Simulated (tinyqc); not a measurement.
# Vibrations of a mass or spring defect in a linear chain, step by step

A worked calculation. Computed by tinyqc, a small Python program that keeps every step. Command: `OMP_NUM_THREADS=1 python tinyqc.py 3009954 3009955 out.jsonl localmode walk`. One thread of a shared host (Intel(R) Xeon(R) Processor @ 2.30GHz), about 0.01 s of CPU time with the checks. Intermediate numbers are printed to about 6 digits and carried at full precision; extremes and crossings named in words are read from the listed rows.

A ring of N atoms with nearest-neighbour springs k and motion along the chain. Atom 1 is the defect, of mass M', and its two springs are k'. Odd sites are A (the defect replaces an A atom), even sites B.

Inputs (values chosen for the exercise, for a model chain):

| quantity | value | unit |
|---|---|---|
| spring constant k | 2.62 | eV/angstrom^2 |
| mass M_A | 46.2 | u |
| mass M_B | 115 | u |
| defect mass M' | 28.5 | u |
| spring ratio k'/k at the defect | 1 | - |
| atoms in the ring N | 10 | - |
| isotope mass step | 1 | u |

Host: diatomic.

Constants: nu for 1 eV/(angstrom^2 u) = 15.6333042 THz.

## Band edges of the host

Host bands: lambda from 0 to 2k/M(heavy) and from 2k/M(light) to 2k (1/M_A + 1/M_B). nu = 15.6333042 THz x sqrt(lambda), lambda in eV/(angstrom^2 u).

band edges (THz): 0.00000  3.33709  5.26496  6.23346

## Dynamical matrix of the ring

D_ii = (sum of the two springs at i)/M_i, D_ij = -k_ij/sqrt(M_i M_j) for neighbours, closed into a ring.

D (eV/(angstrom^2 u)), lower triangle (symmetric):
```
            1          2          3          4          5          6          7          8
1    0.183860
2   -0.045765   0.045565
3    0.000000  -0.035944   0.113420
4    0.000000   0.000000  -0.035944   0.045565
5    0.000000   0.000000   0.000000  -0.035944   0.113420
6    0.000000   0.000000   0.000000   0.000000  -0.035944   0.045565
7    0.000000   0.000000   0.000000   0.000000   0.000000  -0.035944   0.113420
8    0.000000   0.000000   0.000000   0.000000   0.000000   0.000000  -0.035944   0.045565
9    0.000000   0.000000   0.000000   0.000000   0.000000   0.000000   0.000000  -0.035944
10  -0.045765   0.000000   0.000000   0.000000   0.000000   0.000000   0.000000   0.000000

            9        10
9    0.113420
10  -0.035944  0.045565
```

## Frequencies of the ring

Diagonalise D and leave out the zero eigenvalue of the uniform shift.

nonzero frequencies (THz): 1.72398  1.75716  3.08493  3.10345  5.41657  5.61817  5.99032  6.14883  7.18975

1 mode(s) lie outside the host bands, at 7.190 THz.

## The highest mode of a long ring

The same matrix for 120 atoms; amplitudes are the mass-weighted eigenvector, in size, relative to the defect, for the highest mode; its weight is the squared component of the normalised eigenvector on the defect.

highest frequency, long ring = 7.18972 THz

weight of the highest mode on the defect = 0.823861

amplitudes on atoms 1 to 8: 1.00000  0.30205  0.12123  0.02876  0.01154  0.00274  0.00110  0.00026

ratio to the top of the host band = 1.15341

A local mode: it lies 15.3 % above the host band and its amplitude falls by a factor 10.50 every two atoms beyond the first neighbour.

## Convergence with the size of the ring

The formulas are those given above.

Highest mode:

| N | frequency (THz) | weight on the defect | modes outside the bands |
|---|---|---|---|
| 4 | 7.22131 | 0.792610 | 1 |
| 6 | 7.19287 | 0.817590 | 1 |
| 8 | 7.19002 | 0.822967 | 1 |
| 12 | 7.18972 | 0.823848 | 1 |
| 20 | 7.18972 | 0.823861 | 1 |
| 40 | 7.18972 | 0.823861 | 1 |
| 80 | 7.18972 | 0.823861 | 1 |
| 120 | 7.18972 | 0.823861 | 1 |

The local mode is within 0.01 % of its final value from N = 8 on, and its weight on the defect settles at 0.824: a bound mode needs only a cell larger than its decay length.

## Isotope shift of the local mode

Raise M' by the isotope step in the 120-atom ring. First order, good only for a step much smaller than M': Delta nu/nu = -(1/2) (weight on the defect) Delta M'/M'; a defect vibrating against fixed neighbours would give sqrt(M'/(M' + step)) - 1.

shift, exact = -1.40017 %

shift, first order = -1.44537 %

shift, fixed neighbours = -1.70953 %

The shift is 82 % of the fixed-neighbour value; all other atoms together carry 18 % of the kinetic energy of the mode.

Checks made by the program: sum of eigenvalues against the trace of D (relative difference below 1e-10).
